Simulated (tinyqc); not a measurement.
Inside a calculation: charge neutrality level from zone-averaged pseudopotential bands. Values are carried at full precision from step to step, so a last printed digit may differ when a step is redone from the rounded ones.

Empirical pseudopotential on the fcc lattice, atoms at +/- tau, tau = a (1,1,1)/8, no spin-orbit coupling. H(G,G') = c (2 pi/a)^2 |k + G|^2 delta + VS(q) cos(q.tau) + i VA(q) sin(q.tau), q = G - G', c = hbar^2/2m0; k and G in units of 2 pi/a; VS at |q|^2 = 3, 8, 11 and VA at 3, 4, 11, in rydberg, zero elsewhere. At each k the basis holds all G with |k + G|^2 up to 16; energies are counted from the fourth level at Gamma.

Mesh: k = sum_i (n_i + 1/2)/N b_i, n_i = 0 ... N - 1, b = (-1,1,1), (1,-1,1), (1,1,-1); points with the same sorted |kx|, |ky|, |kz| after folding to the shortest k + G are joined, with their count as weight. Neutrality (branch-point) level: E_N = (1/2) mean over k of [E5 + (E3 + E4)/2], E_n the n-th level from below.

Constants: hbar^2/2m0 = 3.80998211 eV angstrom^2; Ry = 13.60569312 eV.

Values chosen for the exercise: a = 6.122 angstrom (lattice constant); VS = (-0.218, 0.001, 0.05) Ry (symmetric form factors); VA = (0.06, 0.05, 0.009) Ry (antisymmetric form factors); mesh = 3 (points along each reciprocal vector).

## Levels on the mesh

Diagonalise at each joined point.

Levels (eV):
```
kx,ky,kz,weight,E3,E4,E5,E6
0.1667,0.1667,0.1667,2,-0.2144,-0.2144,2.0436,4.6262
0.5000,0.1667,0.1667,6,-1.1715,-0.9775,2.9096,4.1028
0.5000,0.5000,0.1667,6,-1.8703,-0.7394,2.8679,4.7048
0.5000,0.5000,0.5000,1,-0.7052,-0.7052,1.5844,4.7714
0.8333,0.1667,0.1667,6,-2.1602,-1.5321,2.4030,3.6492
0.8333,0.5000,0.1667,6,-2.4571,-1.5720,3.9088,4.3456
```

## Gaps

Level 5 at Gamma, at the lowest of (f,0,0) with f = 0.8, 0.85, 0.9, 1, and at (1/2,1/2,1/2).

gaps to Gamma, Delta/X, L (eV): 0.8045  2.0028  1.5844

## The neutrality level

Energies are counted from the valence top at Gamma. E_N = (1/2) weighted mean of [E5 + (E3 + E4)/2]. Compare with half the smallest indirect gap, min(Delta/X, L)/2, and give the barrier for electrons in the limit of full pinning, min(gaps) - E_N.

mean of E5 = 2.8966 eV
mean of (E3 + E4)/2 = -1.4287 eV
E_N = 0.7339 eV
half the indirect gap = 0.7922 eV
pinned barrier for electrons = 0.0706 eV

E_N lies at 91 % of the gap from the valence top, so pinned contacts have the lower barrier for electrons. The two estimates differ by 0.06 eV; both rules are good to a few tenths of an eV only, so a position within that distance of a band edge or of mid-gap is not settled. Local form factors place the indirect gaps only to a few tenths of an eV, and E_N moves with them. Spin-orbit coupling, left out, would lift the valence top by a third of its splitting.

## Checks

- Sum of the weights against N^3: both 27.

(tinyqc, `OMP_NUM_THREADS=1 python tinyqc.py 1851232 1851233 out.jsonl`, Intel(R) Xeon(R) Processor @ 2.30GHz, 1 thread, shared host, about 0.1 s.)
